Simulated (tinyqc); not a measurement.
Optical constants across the spectrum: Lorentz oscillators and the Kramers-Kronig relations.

eps(E) = 1 + sum_j S_j/(E0_j^2 - E^2 - i G_j E).

n + i k = sqrt(eps1 + i eps2) with k >= 0; R = ((n - 1)^2 + k^2)/((n + 1)^2 + k^2) at normal incidence from vacuum; alpha = 2 E k/(hbar c), times 1e8 for 1/cm; loss function Im(-1/eps) = eps2/(eps1^2 + eps2^2).

Constants: hbar c = 1973.269805 eV angstrom.

Values chosen for the exercise: E0 = (2.15, 4.3) eV (resonances); G = (0.5, 0.56) eV (widths); S = (17.8, 68.1) eV^2 (strengths).

Spectrum:
```
E (eV)    eps1    eps2      n      k      R   loss
0.64     8.966   0.394  2.995  0.066  0.250  0.005
1.52    12.145   2.505  3.503  0.357  0.313  0.016
3.28     6.630   2.704  2.626  0.515  0.217  0.053
4.16    11.443  23.452  4.332  2.707  0.515  0.034
5.04    -8.289   3.551  0.604  2.942  0.785  0.044
5.92    -3.534   0.848  0.224  1.893  0.824  0.064
6.80    -1.834   0.365  0.134  1.361  0.829  0.104
7.68    -0.989   0.200  0.100  0.999  0.819  0.196
8.56    -0.492   0.124  0.088  0.707  0.791  0.482
9.44    -0.169   0.084  0.099  0.423  0.715  2.352
10.32    0.055   0.059  0.261  0.114  0.348  9.019
```

Give the missing row, E (eV) = 2.40.

Computed row:
```
E (eV)    eps1   eps2      n      k      R   loss
2.40    -1.115  8.372  1.914  2.186  0.423  0.117
```

Among the energies listed the largest values are at (eV): eps2 4.16; n 4.16; k 5.04; R 6.80; loss 10.32 (last row, still rising). eps1 crosses zero at 2.27, 2.54, 4.30 and 10.07 eV; the last crossing is upward and marks the plasmon, against sqrt(sum S) = 9.27 eV for free electrons.

tinyqc: `OMP_NUM_THREADS=1 python tinyqc.py 1651652 1651653 out.jsonl`; about 0.2 s, one thread, shared Intel(R) Xeon(R) Processor @ 2.30GHz.
